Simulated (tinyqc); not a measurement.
# Modulation-doped quantum well, Poisson-Schroedinger loop with local exchange and correlation: effect of the temperature

A well of width L centred at z = 0 between barriers Vb; effective-mass electrons in two equivalent valleys, parabolic bands. The electrons come from donor sheets outside the mesh, a share fL of Ns on the left and the rest on the right, so the structure is neutral. Energies are counted from the band edge of the well, with U = 0 on the first node in the Hartree part.

Schroedinger equation -C d/dz (1/m) dpsi/dz + (V0 + U) psi = E psi, C = hbar^2/(2 m0), on a fine mesh (400 intervals across the well) with hard walls 3.2669 nm outside the well edges (to within half a fine step); the lowest 2 levels are kept. V0 = 0 in the well and Vb outside, plus q Fz z (1 kV/cm = 1e-4 eV/nm). N_k = D Vt ln(1 + exp((EF - E_k)/Vt)), D = 2 md m0 q/(pi hbar^2), sum N_k = Ns; n = sum N_k |psi_k|^2. dU/dz = q (fL Ns - integral of n from the left)/(eps0 eps_r). Added to it: V_xc = -(2 Ry/(pi al rs)) [1 + 0.7734 (rs/21) ln(1 + 21/rs)] (Hedin-Lundqvist), al = (4/(9 pi))^(1/3), rs = (3/(4 pi n))^(1/3)/aB, aB = 4 pi eps0 eps_r hbar^2/(md m0 q^2), Ry = q/(8 pi eps0 eps_r aB) in eV. The loop is converged to 1e-9 eV; shares under 0.001 % are printed as 0.

Inputs (values chosen for the exercise); material values close to those of strained Si in SiGe (two lower valleys): mass along z in the well mw = 0.936 m0; mass along z in the barriers mb = 0.911 m0; in-plane mass md = 0.194 m0; barrier height Vb = 0.2 eV; relative permittivity (all layers) eps_r = 12; well width L = 7.4672 nm; sheet density of electrons Ns = 1.5e12 cm^-2; share of the donors on the left side fL = 0.5; applied field along z Fz = 0 kV/cm.

Constants: q = 1.602176634e-19 C, kB = 1.380649e-23 J/K, hbar = 1.054571817e-34 J s, m0 = 9.1093837015e-31 kg, Vt = kB T/q, eps0 = 8.8541878128e-14 F/cm where lengths are in cm, hbar^2/(2 m0) = 0.0380998212 eV nm^2. Results are converted to the units shown.

The same in every row: centroid (nm) = 0.

Effect of the temperature:
```
T (K)  E2 - E1 (meV)  EF - E1 (meV)  share of E2 (%)  charge in the barriers (%)  range of U in the well (meV)
4               13.4           9.25                0                       0.531                          15.1
20              13.4           9.11             1.51                       0.549                          15.2
50              13.3           7.55             11.0                       0.661                          15.3
100             13.1           2.17             23.0                       0.801                          15.6
150             13.0          -5.51             29.8                       0.879                          15.7
200             13.0          -14.7             34.0                       0.926                          15.8
300             12.9          -36.3             38.7                       0.979                          15.9
400             12.9          -61.0             41.3                        1.01                          16.0
```

As T goes from 4 to 400, E2 - E1 falls from 13.4 to 12.9 meV, EF - E1 falls from 9.25 to -61.0 meV and the share of E2 rises from 0 to 41.3 %. EF stays below E2 throughout. For T = 100, 150, 200, 300, 400 E2 holds over 8 % and the third level, left out, lies near enough to EF to take a share too.

Computed by the program tinyqc: `OMP_NUM_THREADS=1 python tinyqc.py 2140147 2140148 out.jsonl`, one thread of a shared Intel Xeon 2.30GHz, about 0.2 s for the whole run.
